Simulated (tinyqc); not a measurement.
# p-i-n junction, non-linear Poisson equation by Newton steps, step by step

Program tinyqc, `OMP_NUM_THREADS=1 python tinyqc.py 2000001 2000002 out.jsonl`; Intel Xeon 2.30GHz, shared host, one thread, about 0.1 s. Printed values are rounded; ~0 in a residual or rate marks an entry under 1e-11 of the largest of its column.

One dimension, p side on the left, n side on the right; net doping C = -Na for x < 0, 0 for 0 < x < Li and +Nd beyond. The potential psi is counted from the intrinsic level, and the quasi-Fermi potentials are flat: 0 for holes and -V for electrons, so n = ni exp((psi + V)/Vt) and p = ni exp(-psi/Vt) (Boltzmann statistics, full ionisation, no current). Under reverse bias this makes the minority densities vanishingly small everywhere; they play no part in the charge.

Inputs (values chosen for the exercise); band and dielectric values close to those of cadmium telluride:
```
symbol    value   unit                                       meaning
T           300      K                                   temperature
Eg         1.49     eV                                      band gap
eps_r      10.1                                relative permittivity
Nc      8.13e17  cm^-3        conduction-band density of states at T
Nv      1.83e19  cm^-3           valence-band density of states at T
Na       8.5e17  cm^-3                acceptor density of the p side
Nd         3e15  cm^-3                   donor density of the n side
V          -4.2      V         bias of the p side against the n side
Li         4200     nm  width of the undoped layer, from x = 0 to Li
```

Constants: q = 1.602176634e-19 C, kB = 1.380649e-23 J/K, Vt = kB T/q, eps0 = 8.8541878128e-14 F/cm where lengths are in cm. Results are converted to the units shown.

## Intrinsic density, end potentials and Debye lengths

ni = sqrt(Nc Nv) exp(-Eg/(2 Vt)), Eg in volts; psi_p = -Vt ln(Na/ni), psi_n = Vt ln(Nd/ni) - V; Debye length sqrt(eps0 eps_r Vt/(q N)).

ni = 1.17712e6 cm^-3
psi_p = -0.705900 V
psi_n = 4.75992 V
Debye length, p side = 4.12019 nm
Debye length, n side = 69.3532 nm

## Net doping on the mesh

x, node 0 to 13 (nm): [-36.4, -27.2, -19.4, -12.7, -7.01, -2.1, 2.1, 13.4, 43.8, 126, 346, 938, 2530, 6820]

C = -Na for x < 0, 0 for 0 < x < Li and +Nd beyond, taken at the nodes.

net doping C, node 0 to 13 (cm^-3): [-8.5e17, -8.5e17, -8.5e17, -8.5e17, -8.5e17, -8.5e17, 0, 0, 0, 0, 0, 0, 0, 3e15]

## Couplings between neighbouring nodes

a_i = eps0 eps_r/h_i for the interval from node i to i + 1, with h_i = x_(i+1) - x_i in cm.

coupling a_i, interval 0 to 12 (F/cm^2): [9.72036e-7, 1.14650e-6, 1.33474e-6, 1.57166e-6, 1.82133e-6, 2.12922e-6, 7.91392e-7, 2.94169e-7, 1.08792e-7, 4.06488e-8, 1.51060e-8, 5.61729e-9, 2.08455e-9]

## Starting potential

The parabolas of an abrupt Na-Nd junction in the depletion approximation: psi_p + q Na (x + xp)^2/(2 eps0 eps_r) for -xp < x < 0, psi_n - q Nd (xn - x)^2/(2 eps0 eps_r) for 0 < x < xn, flat outside, with W = sqrt(2 eps0 eps_r (psi_n - psi_p)(1/Na + 1/Nd)/q), xp = W Nd/(Na + Nd), xn = W Na/(Na + Nd), psi_p = -Vt ln(Na/ni), psi_n = Vt ln(Nd/ni) - V.

psi at the start, node 0 to 13 (V): [-0.70590, -0.70590, -0.70590, -0.70590, -0.70590, -0.69939, -0.67062, -0.58463, -0.35669, 0.23477, 1.63909, 4.12614, 4.75992, 4.75992]

## Iteration 1: densities, residual and Jacobian diagonal

n_i = ni exp((psi_i + V)/Vt), p_i = ni exp(-psi_i/Vt), rho_i = p_i - n_i + C_i, g_i = (n_i + p_i)/Vt. Box widths w_i = (h_(i-1) + h_i)/2 in cm. Residual F_i = a_i (psi_(i+1) - psi_i) - a_(i-1) (psi_i - psi_(i-1)) + q rho_i w_i; Jacobian: a_(i-1) and a_i beside the diagonal, b_i = -a_(i-1) - a_i - q g_i w_i on it. The two end nodes are fixed.

```
node    n (cm^-3)    p (cm^-3)
0     4.52199e-77       8.5e17
1     4.52199e-77       8.5e17
2     4.52199e-77       8.5e17
3     4.52199e-77       8.5e17
4     4.52199e-77       8.5e17
5     5.81750e-77   6.60712e17
6     1.77014e-76   2.17140e17
7     4.92763e-75   7.80030e15
8     3.32539e-71   1.15586e12
9     2.87047e-61      133.905
10    1.12058e-37  3.43010e-22
11        67609.9  5.68511e-64
12           3e15  1.28123e-74
13           3e15  1.28123e-74
```

```
node  residual F (C/cm^2)  diagonal b (F/cm^2)
1                      ~0          -6.59623e-6
2                      ~0          -6.30045e-6
3                      ~0          -6.16984e-6
4              1.18616e-8          -6.18496e-6
5              3.55765e-8          -5.81571e-6
6              3.37645e-8          -3.96355e-6
7              1.60356e-9          -1.18635e-6
8             -2.70503e-9          -4.03001e-7
9             -7.26267e-9          -1.49441e-7
10            -1.95145e-8          -5.57547e-8
11            -3.40091e-8          -2.07233e-8
12            -1.44920e-7          -5.47575e-6
```

## Iteration 1: Newton step

Solve the tridiagonal system a_(i-1) d_(i-1) + b_i d_i + a_i d_(i+1) = -F_i for nodes 1 to 12, with d = 0 on fixed nodes. Each component d is damped to sign(d) Vt ln(1 + |d|/Vt) before it is added.

Newton step d, before damping, node 1 to 12 (V): [0.00005, 0.00029, 0.00131, 0.00489, 0.00896, 0.00359, -0.04880, -0.21191, -0.62817, -1.56357, -2.78880, -0.02933]
psi after iteration 1, node 0 to 13 (V): [-0.70590, -0.70585, -0.70562, -0.70462, -0.70142, -0.69169, -0.66726, -0.61204, -0.41405, 0.15125, 1.53261, 4.00489, 4.74032, 4.75992]

## Iteration 2: densities, residual and Jacobian diagonal

As before.

```
node    n (cm^-3)    p (cm^-3)
0     4.52199e-77       8.5e17
1     4.53069e-77   8.48369e17
2     4.57202e-77   8.40699e17
3     4.75067e-77   8.09084e17
4     5.37724e-77   7.14807e17
5     7.83446e-77   4.90614e17
6     2.01597e-76   1.90662e17
7     1.70648e-75   2.25242e16
8     3.61574e-72   1.06304e13
9     1.13464e-62      3387.59
10    1.82263e-39  2.10887e-20
11        620.983  6.18969e-62
12     1.40554e15  2.73467e-74
13           3e15  1.28123e-74
```

```
node  residual F (C/cm^2)  diagonal b (F/cm^2)
1            -1.27228e-12          -6.58764e-6
2            -2.68951e-11          -6.25866e-6
3            -3.50123e-10          -6.01275e-6
4              1.20712e-9          -5.74090e-6
5              8.07735e-9          -5.33553e-6
6              1.53473e-8          -3.83637e-6
7              2.20682e-8          -1.37661e-6
8              3.26747e-9          -4.03332e-7
9             -5.34993e-9          -1.49441e-7
10            -1.88045e-8          -5.57547e-8
11            -3.32149e-8          -2.07233e-8
12            -7.03195e-8          -2.56956e-6
```

## Iteration 2: Newton step

As before.

Newton step d, before damping, node 1 to 12 (V): [0.00001, 0.00006, 0.00029, 0.00127, 0.00310, 0.00289, -0.01374, -0.14710, -0.53822, -1.45340, -2.67122, -0.03321]
psi after iteration 2, node 0 to 13 (V): [-0.70590, -0.70584, -0.70556, -0.70434, -0.70018, -0.68876, -0.66452, -0.62306, -0.46318, 0.07156, 1.42799, 3.88474, 4.71897, 4.75992]

## Iteration 3: densities, residual and Jacobian diagonal

As before.

```
node    n (cm^-3)    p (cm^-3)
0     4.52199e-77       8.5e17
1     4.53245e-77   8.48039e17
2     4.58243e-77   8.38790e17
3     4.80349e-77   8.00187e17
4     5.64190e-77   6.81277e17
5     8.77385e-77   4.38085e17
6     2.24100e-76   1.71517e17
7     1.11415e-75   3.44988e16
8     5.40466e-73   7.11181e13
9     5.20017e-64      73914.7
10    3.18530e-41  1.20670e-18
11        5.95224  6.45755e-60
12     6.15262e14  6.24724e-74
13           3e15  1.28123e-74
```

```
node  residual F (C/cm^2)  diagonal b (F/cm^2)
1            -5.50713e-14          -6.58590e-6
2            -1.44849e-12          -6.25008e-6
3            -3.33170e-11          -5.97859e-6
4            -7.31195e-11          -5.63076e-6
5             7.65372e-10          -5.18725e-6
6              2.49110e-9          -3.74442e-6
7              2.57441e-8          -1.53135e-6
8              1.12089e-8          -4.05443e-7
9             -3.03821e-9          -1.49441e-7
10            -1.80260e-8          -5.57547e-8
11            -3.24254e-8          -2.07233e-8
12            -3.35919e-8          -1.12913e-6
```

## Iteration 3: Newton step

As before.

Newton step d, before damping, node 1 to 12 (V): [0.00000, 0.00001, 0.00003, 0.00015, 0.00047, 0.00065, -0.00132, -0.09615, -0.45778, -1.35091, -2.56093, -0.04249]
psi after iteration 3, node 0 to 13 (V): [-0.70590, -0.70584, -0.70555, -0.70430, -0.70003, -0.68830, -0.66388, -0.62435, -0.50330, -0.00416, 1.32523, 3.76567, 4.69383, 4.75992]

## Course of the Newton iteration

Stop when the largest undamped |d| is below 1e-9 V, or after 80 iterations.

Course of the iteration:
```
iteration  largest |F| (C/cm^2)  largest |d| (V)  at node
1                       1.45e-7             2.79       11
2                       7.03e-8             2.67       11
3                       3.36e-8             2.56       11
4                       3.17e-8             2.46       11
5                       3.09e-8             2.39       11
6                       3.03e-8             2.56       11
7                       2.98e-8             3.22       11
8                       2.95e-8             3.16       11
9                       2.91e-8             3.04       11
...                         ...              ...      ...
38                      2.51e-9            0.145       11
39                      1.71e-9           0.0961       11
40                      1.04e-9           0.0560       11
41                     5.10e-10           0.0262       11
42                     1.65e-10          8.12e-3       11
43                     2.19e-11          1.06e-3       11
44                     4.37e-13          2.11e-5       11
45                     1.78e-16          8.61e-9       11
46                      < 1e-19          < 1e-12       11
```

Converged in 46 iterations. Once the step is below 0.1 Vt, 3 more iteration(s) reach the threshold: near the solution the error is roughly squared each time.

## Converged densities, field and charge

converged psi, node 0 to 13 (V): [-0.70590, -0.70584, -0.70556, -0.70436, -0.70025, -0.68892, -0.66520, -0.62902, -0.58103, -0.50752, -0.33433, 0.13150, 1.38421, 4.75992]

n and p as above; field E_i = -(psi_(i+1) - psi_i)/h_i on each interval; charge on either side of the peak Q = eps0 eps_r |E|max (Gauss).

```
node    n (cm^-3)    p (cm^-3)
0     4.52199e-77       8.5e17
1     4.53227e-77   8.48073e17
2     4.58139e-77   8.38981e17
3     4.79875e-77   8.00978e17
4     5.62643e-77   6.83149e17
5     8.72061e-77   4.40760e17
6     2.18263e-76   1.76104e17
7     8.84669e-76   4.34478e16
8     5.66334e-75   6.78697e15
9     9.72537e-74   3.95223e14
10    7.89573e-71   4.86807e11
11    5.28486e-63      7273.03
12    5.85683e-42  6.56276e-18
13           3e15  1.28123e-74
```

field E, interval 0 to 12 (kV/cm): [-0.0638, -0.3573, -1.7886, -7.2295, -23.0727, -56.4697, -32.0179, -15.7881, -8.9422, -7.8723, -7.8688, -7.8688, -7.8688]
peak |E| = 56.4697 kV/cm
charge Q = 50.4993 nC/cm^2

A mesh of more than 1000 nodes gives a peak field of 54.77 kV/cm; the 14-node value is 3.1 % above it.
